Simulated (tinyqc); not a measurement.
Mass anisotropy: shallow donor in an anisotropic valley (effective-mass theory).

One valley: H = -c [(d2/dx2 + d2/dy2)/mt + (d2/dz2)/ml] - q/(eps r), c = hbar^2/2m0, q = e^2/(4 pi eps0). Trial function exp(-sqrt((x^2 + y^2)/a^2 + z^2/b^2)) with a > b: T = (c/3)(2/(mt a^2) + 1/(ml b^2)), V = -(q/eps) atan(u/b)/u, u = sqrt(a^2 - b^2). The central cell of the impurity is left out.

Constants: hbar^2/2m0 = 3.80998211 eV angstrom^2; e^2/(4 pi eps0) = 14.39964547 eV angstrom; Ry = 13.60569312 eV; a0 (Bohr radius) = 0.5291772105 angstrom.

Parameters, chosen for this exercise (out of a larger set: near those of 3C SiC; not measured data): mt = 0.253 m0 (transverse mass); eps = 9.7 (dielectric constant); xs = (1.5, 2.3, 2.9, 4.6, 8.9, 21, 68, 90) (ratios ml/mt).

mt and eps fixed, ml varied. Energies in units of Ry*(mt) = Ry mt/eps^2 and lengths in a*(mt) = a0 eps/mt; the last two columns use one mass, 3/(1/ml + 2/mt) or (ml mt^2)^(1/3).

Results:

| ml/mt | a/a* | b/a | binding | conductivity mass | density-of-states mass |
|---|---|---|---|---|---|
| 1.50 | 0.920 | 0.866 | 1.139 | 1.125 | 1.145 |
| 2.30 | 0.848 | 0.744 | 1.292 | 1.232 | 1.320 |
| 2.90 | 0.813 | 0.686 | 1.377 | 1.279 | 1.426 |
| 4.60 | 0.754 | 0.584 | 1.549 | 1.353 | 1.663 |
| 8.90 | 0.684 | 0.464 | 1.795 | 1.420 | 2.072 |
| 21.0 | 0.616 | 0.345 | 2.107 | 1.465 | 2.759 |
| 68.0 | 0.552 | 0.231 | 2.492 | 1.489 | 4.082 |
| 90.0 | 0.540 | 0.210 | 2.575 | 1.492 | 4.481 |

What does the comparison show?

The binding grows from 1.14 to 2.57 Ry*(mt); for ml going to infinity the exact problem becomes two-dimensional, with 4 Ry*. The conductivity mass saturates at 1.5 and underbinds, by 13 % at ml/mt = 4.6; the density-of-states mass errs by +7 % there and by +74 % in the last row. With these mt and eps one unit is 36.58 meV.

Program tinyqc; command `OMP_NUM_THREADS=1 python tinyqc.py 1280759 1280760 out.jsonl`; about 0.01 s on one thread of a shared Intel(R) Xeon(R) Processor @ 2.30GHz.
